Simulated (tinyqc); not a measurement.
# Worked calculation: tunnelling through a gate dielectric, WKB transmission and Tsu-Esaki current

tinyqc, about 0.02 s, one thread, Intel Xeon 2.30GHz (shared host): `OMP_NUM_THREADS=1 python tinyqc.py 2540085 2540086 out.jsonl` Printed values are rounded.

Electrons leave the emitter at x = 0. Energies E (motion across the layers) are in eV from the emitter Fermi level; the collector Fermi level lies at -V and offers states at every E. No charge in the dielectric and no image force: F1 = V/t1, U = phi1 - F1 x. With C = hbar^2/(2 m0), kappa = sqrt(m (U - E)/C) where U > E and 0 elsewhere; T(E) = exp(-S), S = 2 times the integral of kappa over x.

Values chosen for this exercise; dielectric values close to those of silicon dioxide:
- T = 300 K (temperature)
- Ef = 1.6 eV (Fermi energy of the emitter above its band bottom)
- me = 0.5 m0 (emitter mass in the supply function)
- phi1 = 3.14 eV (barrier of layer 1 above the emitter Fermi level at zero bias)
- m1 = 0.51 m0 (tunnelling mass of layer 1)
- t1 = 2.2 nm (thickness of layer 1)
- V = 0.8 V (voltage across the dielectric)
- E = 0 eV (energy of the electron followed)
- nc = 6 (cells in each layer)
- Ea = -1.4 eV (lower end of the energy grid)
- Eb = 0.27 eV (upper end of the energy grid)
- nE = 15 (points of the energy grid)

Constants: q = 1.602176634e-19 C, kB = 1.380649e-23 J/K, hbar = 1.054571817e-34 J s, m0 = 9.1093837015e-31 kg, Vt = kB T/q, hbar^2/(2 m0) = 0.0380998212 eV nm^2. Results are converted to the units shown.

## Fields and band edges

F1 = V/t1, U = phi1 - F1 x.

F1 = 3.63636 MV/cm
U at x = t1 = 2.34 eV

## WKB exponent by the midpoint rule

Cut each layer into nc equal cells, take U and kappa at the cell centres, and sum S = 2 sum kappa h.

```
cell	x (nm)	U (eV)	kappa (1/nm)
0	0.18333	3.07333	6.41399
1	0.55000	2.94000	6.27332
2	0.91667	2.80667	6.12942
3	1.28333	2.67333	5.98205
4	1.65000	2.54000	5.83097
5	2.01667	2.40667	5.67586
```

S = 26.6241
T(E) = 2.73714e-12

## WKB exponent in closed form

Each layer adds (2/F) sqrt(m/C) [G(u at its left edge) - G(u at its right edge)] to S, with u = U - E (0 where negative) and G(u) = (2/3) u^1.5. The slope follows from 1/d = -dS/dE.

S = 26.6234
T(E) = 2.73896e-12
energy d over which T(E) grows by a factor e = 0.20510 eV

The midpoint rule gives S = 26.624, so its T(E) is 0.067 % below this value. The band edge stays above E through the whole stack: direct tunnelling through a trapezoid.

## Current density on a coarse energy grid

J = J0 times the integral of T(E) N(E) dE, N = ln[(1 + exp(-E/Vt))/(1 + exp((-E - V)/Vt))], J0 = q^2 me m0 kB T/(2 pi^2 hbar^3) (times 1e-4 for A/cm^2 per eV), by Simpson's rule on nE equally spaced points from Ea to Eb.

```
point	E (eV)	T(E)	N	T(E) N
0	-1.40000	6.02926e-15	30.9454	1.86578e-13
1	-1.28071	9.70393e-15	30.9454	3.00292e-13
2	-1.16143	1.57303e-14	30.9454	4.86779e-13
3	-1.04214	2.56906e-14	30.9453	7.95002e-13
4	-0.92286	4.22880e-14	30.9368	1.30826e-12
5	-0.80357	7.01838e-14	30.3189	2.12790e-12
6	-0.68429	1.17494e-13	26.4580	3.10866e-12
7	-0.56500	1.98498e-13	21.8551	4.33818e-12
8	-0.44571	3.38590e-13	17.2410	5.83763e-12
9	-0.32643	5.83462e-13	12.6268	7.36728e-12
10	-0.20714	1.01633e-12	8.01297	8.14383e-12
11	-0.08786	1.79074e-12	3.43134	6.14465e-12
12	0.03143	3.19396e-12	0.259668	8.29368e-13
13	0.15071	5.77148e-12	0.00293409	1.69341e-14
14	0.27000	1.05757e-11	2.91201e-5	3.07965e-16
```

J0 = 2.09183e8 A/(cm^2 eV)
J = 0.00103118 A/cm^2

The integrand peaks at E = -0.207 eV among these points. A converged quadrature from -Ef to above the barrier gives 0.001027 A/cm^2; this grid is 0.43 % above that.
